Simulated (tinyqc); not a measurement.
Buckled dimers of a reconstructed (001) surface, two dangling bonds a dimer: one step. An isolated dimer. Two cases, with inputs chosen for the exercise.

Question. For ta = tx = 0, W = -2 sqrt(tp^2 + (gm z)^2) + kf z^2. It buckles if gm^2/kf > tp; then sqrt(tp^2 + (gm z)^2) = gm^2/kf, the gap is twice that, and the gain is (gm^2/kf - tp)^2 kf/gm^2.

Case 1.

Values chosen (out of a larger set: of the size met on Si(001); not measured data): tp = 0.3 eV (pi coupling inside a dimer); gm = 2.12 eV/angstrom (shift of a dangling bond with height); kf = 6.3 eV/angstrom^2 (force constant of buckling).

Case 2.

Values chosen (out of a larger set: of the size met on Ge(001); not measured data): tp = 0.21 eV (pi coupling inside a dimer); gm = 1.77 eV/angstrom (shift of a dangling bond with height); kf = 5.9 eV/angstrom^2 (force constant of buckling).

Give: gm^2/kf; buckling z; gap; gain.

Answer.

Case 1.

gm^2/kf = 0.7134 eV
buckling z = 0.3053 angstrom
gap = 1.4268 eV
gain = 0.2396 eV

Case 2.

gm^2/kf = 0.5310 eV
buckling z = 0.2755 angstrom
gap = 1.0620 eV
gain = 0.1941 eV

The pi bond is too weak to resist: the dimer tilts and charge moves to the up atom.

Computed by tinyqc, one run a case: `OMP_NUM_THREADS=1 python tinyqc.py N N+1 out.jsonl` with N = 1451442, 1452129; one thread of a shared Intel(R) Xeon(R) Processor @ 2.30GHz, about 0.05 s a run at most.
